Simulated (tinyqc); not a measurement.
What moves the results: cylindrical quantum wire. A value that a table varies takes the place of the one given here.

A cylinder of radius R, isotropic masses, c = hbar^2/2m0, k = sqrt(mw E/c), kappa = sqrt(mb (V0 - E)/c). State (n, m) is J_m(k r) inside and K_m(kappa r) outside; psi and psi'/m are continuous: (k/mw) J_m'(kR)/J_m(kR) = (kappa/mb) K_m'(kappa R)/K_m(kappa R).

With hard walls E = c (x/R)^2/mw, x a zero of J_m: (1,0) 2.404826; (2,0) 5.520078; (1,1) 3.831706; (2,1) 7.015587; (1,2) 5.135622; (2,2) 8.417244; (1,3) 6.380162; (2,3) 9.761023.

Constants: hbar^2/2m0 = 3.80998211 eV angstrom^2.

Values chosen for the exercise (near those of an InGaAs wire in InP; shifted at random, so the results belong to these values and not to a real crystal):

| symbol | value | unit | meaning |
|---|---|---|---|
| V0 | 0.254 | eV | barrier height |
| mw | 0.0401 | m0 | mass inside |
| mb | 0.08 | m0 | mass outside |
| Rs | (52, 74, 104, 149, 209, 298, 417) | angstrom | radii |
| R | 149 | angstrom | radius |

## Radius

The two lowest states against R; a dash marks an unbound state.

Levels (eV):

| R (angstrom) | (1,0) | (1,1) | (1,0), hard walls | flat well of width 2R |
|---|---|---|---|---|
| 52 | 0.0839 | 0.2109 | 0.2032 | 0.0378 |
| 74 | 0.0522 | 0.1335 | 0.1003 | 0.0230 |
| 104 | 0.0313 | 0.0801 | 0.0508 | 0.0136 |
| 149 | 0.0175 | 0.0446 | 0.0247 | 0.0076 |
| 209 | 0.0098 | 0.0249 | 0.0126 | 0.0042 |
| 298 | 0.0052 | 0.0131 | 0.0062 | 0.0022 |
| 417 | 0.0028 | 0.0071 | 0.0032 | 0.0012 |

What can be read from the table?

The lowest state is bound at every radius listed. (1,1) is bound at every radius listed. At the largest radius the level is 0.88 of the hard-wall value and 2.34 times that of the flat well (the hard-wall ratio is 2.34); the exponent d ln E/d ln R between the last two radii is -1.85.

## Shape and dimension

Lowest level with hard walls: film c (pi/2R)^2/mw, cylinder c (2.404826/R)^2/mw, sphere c (pi/R)^2/mw, square or cube of side a: 2 or 3 times c (pi/a)^2/mw; c = hbar^2/2m0. Finite barriers V0 with outer mass mb and psi, psi'/m continuous for film, cylinder and sphere (not separable for the square and the cube: dash).

Lowest level (eV):

| shape | hard walls | finite barrier |
|---|---|---|
| film, width 2R | 0.0106 | 0.0076 |
| cylinder, radius R | 0.0247 | 0.0175 |
| square wire of equal area | 0.0269 | - |
| sphere, radius R | 0.0422 | 0.0295 |
| cube of equal volume | 0.0488 | - |

What does this show?

With hard walls the levels of film, cylinder and sphere stand as 1 : 2.34 : 4.00; with the finite barrier as 1 : 2.32 : 3.91. The square lies 8.6 % above the circle of equal area and the cube 15.5 % above the sphere of equal volume: round shapes give the lowest level for a given size.

## What each parameter does

The lowest level (1,0) and its distance to V0. Each row changes one parameter from the base and keeps the others.

Results:

| case | E (eV) | V0 - E (eV) | k R |
|---|---|---|---|
| base | 0.0175 | 0.2365 | 2.0221 |
| R = 164 angstrom | 0.0149 | 0.2391 | 2.0526 |
| V0 = 0.216 eV | 0.0170 | 0.1990 | 1.9947 |
| mw = 0.0441 m0 | 0.0164 | 0.2376 | 2.0526 |
| mb = 0.064 m0 | 0.0181 | 0.2359 | 2.0581 |

What does this show?

The largest shifts from the base row, up to three for each result and ties (the steps differ in size, so this ranks the rows, not the parameters). E (eV): R -0.0026, mw -0.0011, mb +0.0006. V0 - E (eV): V0 -0.0375, R +0.0026, mw +0.0011. k R: mb +0.0360, mw +0.0305, R +0.0305.

tinyqc: `OMP_NUM_THREADS=1 python tinyqc.py 1250454 1250455 out.jsonl`; about 0.03 s, one thread, shared Intel(R) Xeon(R) Processor @ 2.30GHz.
